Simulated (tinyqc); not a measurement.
# Thermal stress, cracking, delamination and buckling of a thin film; Griffith cracks and misfitting inclusions, step by step

A worked calculation. Computed by tinyqc, a small Python program that keeps every step. Command: `OMP_NUM_THREADS=1 python tinyqc.py 3016067 3016068 out.jsonl filmcrack walk`. One thread of a shared host (Intel(R) Xeon(R) Processor @ 2.30GHz), about 0.01 s of CPU time with the checks. Intermediate numbers are printed to about 6 digits and carried at full precision; extremes and crossings named in words are read from the listed rows.

Isotropic linear elasticity; the substrate is much thicker than the film; stress is positive in tension.

Inputs (values chosen for the exercise, modelled on a silicon nitride film on silicon):
```
quantity                          value        unit
film Young's modulus E              239         GPa
film Poisson ratio nu              0.25           -
film expansion alpha_f             3.28      1e-6/K
substrate expansion alpha_s         3.1      1e-6/K
deposition temperature T_d         1250           K
final temperature T                 300           K
intrinsic stress                    450         MPa
film thickness h                    4.3  micrometre
film toughness Gamma_f             9.82       J/m^2
interface toughness Gamma_i         2.5       J/m^2
substrate Young's modulus E_s       137         GPa
substrate Poisson ratio nu_s        0.2           -
flaw half length a                 0.45  micrometre
substrate surface energy gamma_s    2.2       J/m^2
inclusion radius R                  4.1  micrometre
```

Inclusion: sphere.

## Stress in the film

Thermal strain = (alpha_f - alpha_s)(T_d - T); stress = E/(1 - nu) x strain + intrinsic stress; plane-strain modulus Ebar = E/(1 - nu^2); G0 = stress^2 h/(2 Ebar) is the energy freed per area when a long strip loses its stress across its width.

thermal strain = 1.71e-04

film stress = 504.492 MPa

Ebar = 254.933 GPa

G0 = 2.14645 J/m^2

The film ends in tension; the thermal part is 54.5 MPa.

## Elastic mismatch

Dundurs alpha = (Ebar - Ebar_s)/(Ebar + Ebar_s), with Ebar_s = E_s/(1 - nu_s^2). The channel-crack factor is taken as g = 1.258 (1 - alpha)^(-0.7), a rough interpolation chosen for the exercise (1.258 is the value for matched materials).

Dundurs alpha = 0.282226

factor g = 1.58668

A stiff film on a softer substrate opens wider and cracks more easily.

## Channel cracks and edge delamination

Channel crack through the film: G = pi g G0, critical thickness where G = Gamma_f. Steady delamination from an edge: G = G0, critical thickness where G = Gamma_i.

driving force for channelling = 10.6994 J/m^2

critical thickness for channelling = 3.94657 micrometre

critical thickness for delamination = 5.00827 micrometre

As the film thickens, channel cracking comes first. At h the film can fail by cracking.

## Griffith crack in the substrate

Through crack of length 2a in plane strain: K_Ic = sqrt(2 gamma_s E_s/(1 - nu_s^2)); fracture stress = K_Ic/sqrt(pi a). An edge crack of depth a has K larger by 1.1215.

toughness K_Ic = 0.792412 MPa m^0.5

fracture stress, inner crack = 666.453 MPa

fracture stress, edge crack = 594.252 MPa

The inner crack lowers the strength to 4.9 % of the ideal E_s/10.

## A misfitting inclusion

Film material fills a sphere of radius R in the substrate, with the misfit e = thermal strain (it wants to shrink if e > 0). Radial stress at the wall s0 = e/[(1 - 2 nu)/E + (1 + nu_s)/(2 E_s)]; inside it is uniform and hydrostatic; outside s_rr = s0 (R/r)^3, s_tt = -s_rr/2. Keep-out radius: where |s_rr| falls to 10 MPa (R if it is lower at the wall).

radial stress at the wall s0 = 26.4231 MPa

mean stress inside = 26.4231 MPa

keep-out radius = 5.66820 micrometre

The stress does not depend on R; its reach scales with R.

## Film, cylinder and sphere at the same misfit

Thermal misfit e alone, mean stress = trace/3 and largest difference of principal stresses inside. Film: E e/(1 - nu) in two directions, 0 in the third. Cylinder: s0 = (1 + nu) e/[(1 + nu)(1 - 2 nu)/E + (1 + nu_s)/E_s] twice and s_zz = E e + 2 nu s0. Sphere: e/[(1 - 2 nu)/E + (1 + nu_s)/(2 E_s)] three times.

Stresses inside (MPa):
```
shape          s1       s2       s3     mean  largest difference
film      54.4920  54.4920   0.0000  36.3280             54.4920
cylinder  18.7926  18.7926  50.2653  29.2835             31.4727
sphere    26.4231  26.4231  26.4231  26.4231              0.0000
```

The mean stress in size is 36 MPa in the film, 29 in the cylinder and 26 in the sphere, while the largest difference, twice the largest shear stress, goes from 54 through 31 to 0. In a ductile solid shear can relax by slip and hydrostatic stress cannot.

Checks made by the program: fracture stress against the maximum of 4 a gamma - pi a^2 s^2/Ebar (relative difference 6e-09).
